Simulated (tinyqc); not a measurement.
Slow cooling against a quench: self-consistent Fermi level with native defects, at growth and after a quench. Computed by tinyqc, a small Python program. Command: `OMP_NUM_THREADS=1 python tinyqc.py 3009627 3009628 out.jsonl scfermi walk`. One thread of a shared host (Intel(R) Xeon(R) Processor @ 2.30GHz), about 0.07 s of CPU time with the checks.

Energies are counted from the top of the valence band (VBM); when the gap shrinks with temperature the conduction band moves and the levels stay. The added dopant is taken as fully ionised. D and A draw on one reservoir with opposite signs, as the two vacancies of a compound do.

Inputs (values chosen for the exercise, with bands modelled on GaAs):

| quantity | value | unit |
|---|---|---|
| gap E_g at 300 K | 1.45 | eV |
| slope -dE_g/dT above 300 K | 0.00049 | eV/K |
| electron mass m_e | 0.0682 | m_0 |
| valleys M_c | 1 | - |
| hole mass m_h | 0.518 | m_0 |
| E_f of the neutral native donor D | 2.316 | eV |
| E_f of the neutral native acceptor A | 2.242 | eV |
| shift s of the chemical potential | -0.16 | eV |
| site density N_s | 2.8e+22 | cm^-3 |
| dopant density N_X | 3.8e+18 | cm^-3 |
| growth temperature T_g | 1060 | K |
| temperature of use T | 400 | K |

Added shallow dopant: donor.

levels of D above the VBM, most positive state first (eV): 1.09

levels of A above the VBM, (0/-1) first (eV): 0.531  0.656

Constants: m_0 = 9.1093837015e-31 kg; k_B = 1.380649e-23 J/K; h = 6.62607015e-34 J s; k_B = 8.617333262e-05 eV/K.

Method:
- E_f(D, 0) = input + s and E_f(A, 0) = input - s; E_f(q, E_F = 0) follows from the levels, eps(q/q-1) = E_f(q - 1) - E_f(q) at E_F = 0.
- E_g(T) = E_g - slope x max(0, T - 300 K).
- N_c = 2 M_c (2 pi m_e k_B T/h^2)^(3/2) and N_v = 2 (2 pi m_h k_B T/h^2)^(3/2), masses in units of m_0.
- At growth T = T_g.
- n = N_c F_1/2((E_F - E_g)/k_B T), p = N_v F_1/2(-E_F/k_B T).
- F_1/2(eta) = (2/sqrt(pi)) int_0^infinity sqrt(x)/(1 + exp(x - eta)) dx, by the trapezoid rule in t = sqrt(x) with step 0.02 up to t = 12 (for eta < -12 by exp(eta) - exp(2 eta)/2^(3/2)).
- In equilibrium c_q = N_s exp(-(E_f(q, 0) + q E_F)/k_B T).
- Net charge = p - n + sum q c_q + N_X; the log ratio is ln(positive charge/negative charge).
- E_F is the root of the log ratio, by 50 bisections between -0.5 eV and E_g + 0.5 eV.
- After a quench the totals of D and A stay as grown, and each is shared among its charge states with weights exp(-(E_f(q, 0) + q E_F)/k_B T).
- Each E_F by bisection; full equilibrium lets the defects form and vanish at every T.

E_f(q, E_F = 0) (eV): D(+1) 1.066, D(0) 2.156, A(0) 2.402, A(-1) 2.933, A(-2) 3.589

total D = 2.48483e+12 cm^-3

total A = 1.66834e+16 cm^-3

Two histories (densities in cm^-3):

| T (K) | E_F, equilibrium (eV) | n | p | all defects | E_F, frozen (eV) | n, frozen | p, frozen |
|---|---|---|---|---|---|---|---|
| 930 | 1.2190 | 3.7676e+18 | 1.2655e+13 | 1.6220e+16 | 1.2190 | 3.7667e+18 | 1.2660e+13 |
| 800 | 1.2966 | 3.7702e+18 | 2.7662e+11 | 1.4920e+16 | 1.2965 | 3.7666e+18 | 2.7705e+11 |
| 660 | 1.3780 | 3.7756e+18 | 9.1668e+08 | 1.2202e+16 | 1.3778 | 3.7666e+18 | 9.2073e+08 |
| 530 | 1.4514 | 3.7833e+18 | 3.4691e+05 | 8.3652e+15 | 1.4510 | 3.7666e+18 | 3.5023e+05 |
| 400 | 1.5225 | 3.7921e+18 | 9.4471e-01 | 3.9273e+15 | 1.5219 | 3.7666e+18 | 9.6211e-01 |

What follows from these numbers?

At 400 K equilibrium would leave 3.93e15 defects per cm^3 against 1.67e16 frozen in, and E_F differs by -0.001 eV. The majority density of the quenched sample is 0.99 times the equilibrium one. Real samples lie between, set by the temperature at which diffusion stops.
